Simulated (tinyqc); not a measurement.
# Inverter chain driving a load

N inverters, each f = Hc^(1/N) times larger than the one before: delay tau N (f + pp). Switched capacitance in units of the first input, with output capacitance pp times the input: Hc + (1 + pp)(Hc - 1)/(f - 1).

Values chosen for this exercise: load over the input capacitance of the chain Hc = 170; parasitic delay of an inverter pp = 1; delay unit tau = 3.3 ps.

Results:
```
N,f,delay (ps),switched capacitance
1,170.0,564.3,172.0
2,13.04,92.65,198.1
3,5.540,64.74,244.5
4,3.611,60.86,299.5
5,2.793,62.59,358.5
6,2.354,66.40,419.7
8,1.900,76.57,545.5
```

Estimate the missing row, N = 7.

Computed row:
```
N,f,delay (ps),switched capacitance
7,2.083,71.21,482.2
```

With this row back in the table: The delay goes from 564 through a minimum of 60.9 (at N = 4 among the rows listed) to 76.6 ps. The best stage effort solves pp + rho (1 - ln rho) = 0, rho = 3.59, which gives N = ln Hc/ln rho = 4.02. One stage fewer than the best costs 6.4 % in delay and saves 18 % of the switched capacitance.

Program tinyqc, `OMP_NUM_THREADS=1 python tinyqc.py 2082201 2082202 out.jsonl`; Intel Xeon 2.30GHz, shared host, one thread, about 0.01 s.
